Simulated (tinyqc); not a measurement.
Comparisons within one model: quantum-confined Stark effect in a modulator well. A value that a table varies takes the place of the one given here.

Envelopes on cells of 0.5 angstrom over the well |z| < L/2 and 45 angstrom of barrier on each side, psi = 0 beyond, psi'/m continuous (mean mass between points), c = hbar^2/2m0. The electron sees + e F z and the hole - e F z, each with its offset in the barriers; 1 kV/cm = 1e-5 eV/angstrom. Light holes, band mixing and escape by tunnelling are left out.

Exciton: in-plane function exp(-rho/lam), 1/mu = 1/me + 1/mp, E(lam) = c/(mu lam^2) - (q/eps) times the integral over k of Fm(k)(1 + (k lam/2)^2)^(-3/2), Fm(k) the double integral of psi_e^2 psi_h^2 exp(-k |z - z'|), q = e^2/(4 pi eps0); binding Eb = -E at the minimum. Line at Eg + E_e + E_h - Eb, strength proportional to overlap^2/lam^2.

Constants: hbar^2/2m0 = 3.80998211 eV angstrom^2; e^2/(4 pi eps0) = 14.39964547 eV angstrom; hc = 1239.841984 eV nm.

Parameters, chosen for this exercise (near those of an InGaAs well in InAlAs; not measured data): L = 114 angstrom (well width); Vc = 0.484 eV (conduction offset); Vv = 0.211 eV (heavy-hole offset); me = 0.0425 m0 (electron, well); meb = 0.0716 m0 (electron, barrier); mh = 0.372 m0 (heavy hole along z, well); mhb = 0.412 m0 (heavy hole, barrier); Eg = 0.749 eV (gap of the well); mp = 0.111 m0 (heavy hole in the plane); eps = 13.4 (dielectric constant); Fs = (0, 27, 54, 81, 112, 145, 181) kV/cm (fields); Ls = (50, 66, 84, 104, 126, 150, 170) angstrom (widths); F_L = 109 kV/cm (field for this table); F = 109 kV/cm (field).

## Raising the field

All quantities anew; shifts from zero field.

Results:
```
F (kV/cm),dE_e (meV),dE_h (meV),Eb (meV),line shift (meV),overlap^2,relative strength
0,0.00,0.00,5.71,0.00,0.984,1.000
27,-0.44,-2.05,5.55,-2.33,0.859,0.834
54,-1.74,-7.24,5.26,-8.53,0.643,0.571
81,-3.88,-14.27,4.99,-17.44,0.465,0.378
112,-7.32,-23.72,4.73,-30.06,0.320,0.238
145,-12.03,-34.86,4.51,-45.70,0.215,0.147
181,-18.30,-47.92,4.32,-64.83,0.140,0.089
```

What can be read from the table?

The line shift grows with exponent 1.88 in F at low field and 1.58 at the end, as the carriers come up against opposite walls and the dipole begins to saturate. The hole gives 82 % of the level shift in the second row and 72 % in the last. The largest shift is 11.4 times the zero-field binding, yet 76 % of the binding survives, since the walls stop the field from pulling the pair apart. Half the strength is gone between 54 and 81 kV/cm.

## Width of the well

Zero-field line, its shift at F_L and the relative strength.

Results:
```
L (angstrom),line at F = 0 (nm),Eb (meV),shift (meV),relative strength,shift x strength (meV)
50,1395.0,6.70,-3.22,0.939,3.03
66,1467.7,6.41,-6.75,0.824,5.56
84,1520.1,6.12,-13.11,0.605,7.94
104,1557.5,5.83,-22.93,0.350,8.03
126,1584.3,5.56,-36.44,0.156,5.68
150,1603.5,5.30,-53.88,0.052,2.79
170,1614.7,5.11,-70.21,0.018,1.23
```

What can be read from the table?

The shift grows with exponent 2.66 in L over the first two rows and 2.11 over the last two, against 4 for hard walls at second order; leakage lowers it in narrow wells and saturation in wide ones. The strength falls from 0.94 to 0.02, and the product of the two is largest at 104 angstrom.

## What each parameter does

Zero-field line, shift at F, overlap^2 and Eb at F. Each row changes one parameter from the base and keeps the others.

Results:
```
case,line (nm),shift (meV),overlap^2,Eb (meV)
base,1571.1,-28.75,0.331,4.75
L = 104 angstrom,1557.5,-22.93,0.434,5.07
F = 87 kV/cm,1571.1,-19.70,0.433,4.93
Vc = 0.387 eV,1575.2,-29.49,0.319,4.70
Vv = 0.264 eV,1570.8,-27.98,0.343,4.79
me = 0.0489 m0,1578.1,-28.86,0.316,5.03
mh = 0.316 m0,1569.5,-27.91,0.357,4.77
eps = 12.1,1573.2,-28.52,0.331,5.60
```

What can be read from the table?

The largest shifts from the base row, up to three for each result and ties (the steps differ in size, so this ranks the rows, not the parameters). line (nm): L -13.6, me +7.0, Vc +4.1; unchanged at the printed digits by F. shift (meV): F +9.05, L +5.82, mh +0.84. overlap^2: L +0.103, F +0.101, mh +0.026; unchanged at the printed digits by eps. Eb (meV): eps +0.85, L +0.32, me +0.28.

tinyqc: `OMP_NUM_THREADS=1 python tinyqc.py 1252557 1252558 out.jsonl`; about 0.09 s, one thread, shared Intel(R) Xeon(R) Processor @ 2.30GHz.
